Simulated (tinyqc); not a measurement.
# Schottky barrier on an n-type semiconductor, non-linear Poisson equation by Newton steps: effects of single changes

One dimension, metal at x = 0, donor density C(x) = Nd, uniform. Energies are counted from the electron Fermi level of the semiconductor and the conduction-band edge is Ec = -psi, so n = Nc exp(psi/Vt); holes follow the Fermi level of the metal, at -V, so p = Nv exp((V - psi - Eg)/Vt). Ends: psi(0) = V - phiB and psi = Vt ln(Nd/Nc) deep inside. Boltzmann statistics, full ionisation, no current, no image force in the Poisson equation.

Inputs (values chosen for the exercise); band and dielectric values close to those of gallium phosphide:
```
symbol    value   unit                                      meaning
T           450      K                                  temperature
Eg         2.25     eV                                     band gap
eps_r      11.2                               relative permittivity
Nc      3.23e19  cm^-3       conduction-band density of states at T
Nv      3.51e19  cm^-3          valence-band density of states at T
Nd       7.3e15  cm^-3      donor density deep in the semiconductor
phiB       0.98     eV                               barrier height
V          -2.4      V  bias of the metal against the semiconductor
```

Constants: q = 1.602176634e-19 C, kB = 1.380649e-23 J/K, Vt = kB T/q, eps0 = 8.8541878128e-14 F/cm where lengths are in cm. Results are converted to the units shown.

Each table varies one quantity; the others keep the values above.

## Capacitance-voltage profiling

The Poisson equation d/dx(eps0 eps_r dpsi/dx) = -q (p - n + C) is solved on a mesh of about 1000 nodes or more that ends in neutral material. C_s = q d/dV of the integral of n over x, from the linearised equation. Probed depth w = eps0 eps_r/C_s; apparent doping N_app = C_s^3/(q eps0 eps_r dC_s/dV), the derivative by central differences over +/- 0.02 V.

The same in every row: true C(w) (cm^-3) = 7.300e15.

Results:
```
V (V),C_s (nF/cm^2),w (nm),N_app (cm^-3),|E_0| (kV/cm)
0,30.69,323.1,7.295e15,38.11
-1,18.95,523.4,7.299e15,61.73
-2,14.89,666.0,7.300e15,78.55
-3,12.66,783.0,7.300e15,92.35
-4,11.21,884.7,7.300e15,104.3
-5,10.16,975.9,7.300e15,115.1
-6,9.363,1059,7.300e15,124.9
-8,8.204,1209,7.300e15,142.6
```

Estimate the missing row, V = -7 V.

Computed row:
```
V (V),C_s (nF/cm^2),w (nm),N_app (cm^-3),|E_0| (kV/cm)
-7,8.726,1136,7.300e15,134.0
```

With this row back in the table: C_s falls from 30.7 to 8.20 nF/cm^2 while the probed depth goes from 323 to 1210 nm. The apparent doping stays near 7.30e15 cm^-3. It departs most from the true doping at that depth for V = 0 V, where it is 0.066 % below it; so the doping is read well over the depths probed.

## Effect of the relative permittivity

First integral for uniform doping: E_0^2 = (2 q/(eps0 eps_r)) [Nd (U - Vt + Vt exp(-U/Vt)) + Vt p_0], U = Vbi - V, Vbi = phiB - Vt ln(Nc/Nd), p_0 = Nv exp((phiB - Eg)/Vt) (deep holes neglected). Image-force lowering dphi = sqrt(q E_0/(4 pi eps0 eps_r)), at x_m = sqrt(q/(16 pi eps0 eps_r E_0)). W = sqrt(2 eps0 eps_r U/(q Nd)).

The same in every row: Vbi (V) = 0.6545; p_0/Nd = 2.875e-11.

Effect of the relative permittivity:
```
eps_r,W (nm),E_0 (kV/cm),dphi (mV),exp(dphi/Vt)
6,526.8,115.2,52.59,3.881
8,608.3,99.79,42.38,2.983
10,680.0,89.26,35.85,2.521
12,745.0,81.48,31.27,2.240
14,804.6,75.44,27.86,2.051
16,860.2,70.57,25.20,1.915
18,912.4,66.53,23.07,1.813
20,961.7,63.12,21.32,1.733
```

Read the table: what changes, and by how much?

As eps_r goes from 6 to 20, the surface field falls from 115 to 63.1 kV/cm, the lowering falls from 52.6 to 21.3 mV and W rises from 527 to 962 nm. Over the table the lowering goes as eps_r^(-0.75); the depletion formulas give -3/4.

Numbers from tinyqc (`OMP_NUM_THREADS=1 python tinyqc.py 2020053 2020054 out.jsonl`; about 0.04 s on one thread of a shared Intel Xeon 2.30GHz).
